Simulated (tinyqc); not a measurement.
CISD on RHF in the 3-21g basis, for He, spin multiplicity 1, step by step. One step of it, computed by the program tinyqc.

Task: Integrals over molecular orbitals. (pq|rs) = sum C_ip C_jq C_kr C_ls (ij|kl), one index at a time.

coefficients C:
```
             MO1        MO2
1He 1s  0.457919   1.157140
1He 2s  0.657278  -1.056716
```

core Hamiltonian H = T + V (hartree):
```
           1He 1s     1He 2s
1He 1s  -1.573565  -1.656343
1He 2s  -1.656343  -1.400640
```

Two-electron integrals (ij|kl) in chemists' order, unique and non-zero (hartree):
```
(11|11) 1.803255   (21|11) 0.876507   (21|21) 0.452077   (22|11) 0.917008
(22|21) 0.514678   (22|22) 0.698314
```

Give: one-electron integrals over orbitals h = C^T H C; Two-electron integrals over orbitals.

Result:

one-electron integrals over orbitals h = C^T H C (hartree):
```
        1       2
1  -1.932  -0.319
2  -0.319   0.380
```

Two-electron integrals over orbitals (pq|rs), unique and non-zero (hartree):
```
(11|11) 1.029   (21|11) 0.319   (21|21) 0.262   (22|11) 0.982
(22|21) 0.344   (22|22) 0.998
```
